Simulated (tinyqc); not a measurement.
Worked calculation: delta-doped layer in the Thomas-Fermi potential. Values are carried at full precision from step to step, so a last printed digit may differ when a step is redone from the rounded ones.

All donors ionised in the plane z = 0, zero temperature, energies from the Fermi level EF of the Thomas-Fermi model, which lies at the bulk band edge; c = hbar^2/2m0, q = e^2/(4 pi eps0). gv = 1 equivalent valley, m_d = sqrt(m3^3/mz) in the plane. With n = (gv/3 pi^2)(m3 (-V)/c)^(3/2) and V'' = -(4 pi q/eps) n for z > 0, the solution is V = -b/(|z| + z0)^4 with sqrt(b) = 20/K, K = (4 pi q/eps)(gv/3 pi^2)(m3/c)^(3/2), and z0^5 = 4b/(e F0), e F0 = 2 pi q N/eps; 1e13/cm^2 = 1e-3/angstrom^2. Exchange and correlation are left out.

Constants: hbar^2/2m0 = 3.80998211 eV angstrom^2; e^2/(4 pi eps0) = 14.39964547 eV angstrom.

Values chosen for the exercise (near those of a delta-doped layer in GaAs; not measured data):
- m3 = 0.067 m0 (density-of-states mass of a valley)
- mz = 0.067 m0 (mass along z)
- eps = 13.3 (dielectric constant)
- N = 0.1 x 1e13/cm^2 (donor sheet density)

## The Thomas-Fermi well

Give K, b, e F0, z0 and the depth b/z0^4.

K = 0.0010716 eV^(-1/2) angstrom^-2
b = 3.4836e+08 eV angstrom^4
e F0 = 0.00068027 eV/angstrom
z0 = 289.92 angstrom
depth = 0.0493 eV

Half of the electrons lie within |z| < (2^(1/5) - 1) z0 = 43.1 angstrom. The mean donor spacing in the plane is 100.0 angstrom, against a Bohr radius 0.529177 eps/m3 = 105.0 angstrom: the spacing is not small against it, so the smeared sheet is a crude model.

## Profile

V = -b/(|z| + z0)^4, n and the share of electrons beyond |z|, (z0/(|z| + z0))^5, at z = 0, 0.1, 0.25, 0.5, 1 and 2 times z0; n = (eps/(4 pi q)) 20 b/(|z| + z0)^6, q = e^2/(4 pi eps0), 1/angstrom^3 = 1e24/cm^3.

Profile:
```
z (angstrom)   V (eV)  n (1e19/cm^3)  share beyond
0.0           -0.0493         0.0862         1.000
29.0          -0.0337         0.0487         0.621
72.5          -0.0202         0.0226         0.328
145.0         -0.0097        0.00757         0.132
289.9         -0.0031        0.00135         0.031
579.8         -0.0006       0.000118         0.004
```

## Subbands

Subbands solve -(c/m_z) psi'' + V psi = E psi on 1280 points of spacing z0/80; up to ten levels for each group, kept if bound with an rms width below 2.5 z0.

List the bound levels with their rms width.

Subbands:
```
label  valleys g  m_d (m0)   E (eV)  rms z (angstrom)
0              1    0.0670  -0.0263              52.5
1              1    0.0670  -0.0072             148.3
2              1    0.0670  -0.0023             287.6
3              1    0.0670  -0.0003             648.6
```

The lowest level lies 47 % of the way up the well, and 1 follows 19 meV higher.

## Filling the subbands

At zero temperature n_i = g m_d (mu - E_i)/(2 pi c) for E_i < mu, c = hbar^2/2m0; find mu from sum n_i = N (1e13/cm^2 = 1e-3/angstrom^2).

mu = -0.0001 eV

n_i in the order of the list (1e13/cm^2): 0.073  0.020  0.006  0.001

4 subbands filled in part, the lowest with 73 % of the electrons. The potential was built for a Fermi level at 0; filling its quantised levels puts mu 0.2 % of the depth below that, which shows how nearly the two pictures agree.

## Estimate from a V-shaped well

Near z = 0 the well is -depth + e F0 |z|, whose levels are a (c (e F0)^2/m_z)^(1/3) with a = 1.018793 (even) and 2.338107 (odd); c = hbar^2/2m0, m_z = mz.

levels 0 and 1 (eV): -0.0190  0.0202

Level 0 comes out 7 meV too high, since screening flattens the true well away from the plane, and level 1 lands above the rim at 0.

## Checks

- Integral of the Thomas-Fermi density against N, 1e13/cm^2: both 0.1000.
- Lowest level on a finer grid (z0/200), eV: both -0.026.

Run: tinyqc, `OMP_NUM_THREADS=1 python tinyqc.py 1251104 1251105 out.jsonl`; Intel(R) Xeon(R) Processor @ 2.30GHz, one thread, shared host; about 0.07 s of CPU time with all checks.
